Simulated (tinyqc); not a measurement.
## One-dimensional ballistic tunnel FET, two-band WKB: effect of the source degeneracy

A p-type source for x < 0 with its Fermi level at 0 and its valence edge at ds; in the channel the bands fall as D exp(-x/lam) towards their flat values, with the conduction edge at Ec = ds - dP and D = dP + Eg. The gate moves dP one to one. The drain Fermi level lies at -Vd and the drain side reflects nothing. For w = E - Ec between 0 and dP an electron crosses the gap. Two-band dispersion with equal masses m: inside the gap kappa = sqrt(m u (1 - u/Eg)/C), u the distance from a band edge, C = hbar^2/(2 m0).

S(w) = 2 lam int_0^Eg kappa(u) du/(w + Eg - u) = 2 pi lam sqrt(m/(C Eg)) [w + Eg/2 - sqrt(w (w + Eg))], T(w) = exp(-S). I = g (2 q^2/h) int_0^dP T(w) [f(E) - f(E + Vd)] dw, E = ds - dP + w, f(x) = 1/(1 + exp(x/Vt)). Swing = d(dP)/d(log10 I).

Inputs (values chosen for the exercise); band and dielectric values those of a made-up semiconductor: temperature T = 200 K; band gap Eg = 1.17 eV; band-edge mass of the two-band model m = 0.095 m0; screening length of the source junction lam = 4.4 nm; drain bias Vd = 0.1 V; number of degenerate subbands (spin apart) g = 1; tunnelling window Ev(source) - Ec(channel) dP = 0.32 eV.

Constants: q = 1.602176634e-19 C, kB = 1.380649e-23 J/K, hbar = 1.054571817e-34 J s, h = 6.62607015e-34 J s, m0 = 9.1093837015e-31 kg, Vt = kB T/q, hbar^2/(2 m0) = 0.0380998212 eV nm^2. Results are converted to the units shown.

Result of one run:
```
I (uA)    swing (mV/decade)
1.151e-5              71.78
```

Which source valence edge above the source Fermi level ds gave this result: -0.05, 0.1, 0.2 or 0.25 eV?

ds = 0.2 eV.

The whole series:
```
ds (eV)    I (uA)  swing (mV/decade)
-0.05    4.473e-4              166.8
0        5.739e-4              156.0
0.05     3.509e-4              137.0
0.1      1.459e-4              113.8
0.15     4.757e-5              91.58
0.2      1.151e-5              71.78
0.25     1.844e-6              55.30
0.3      1.746e-7              43.96
```

I goes from 4.47e-4 through a maximum of 5.74e-4 (at ds = 0 eV among the rows listed) to 1.75e-7 uA, and the swing falls from 167 to 44.0 mV/decade. The screening length is held fixed, though doping would change it.

tinyqc, about 0.01 s, one thread, Intel Xeon 2.30GHz (shared host): `OMP_NUM_THREADS=1 python tinyqc.py 2620126 2620127 out.jsonl`
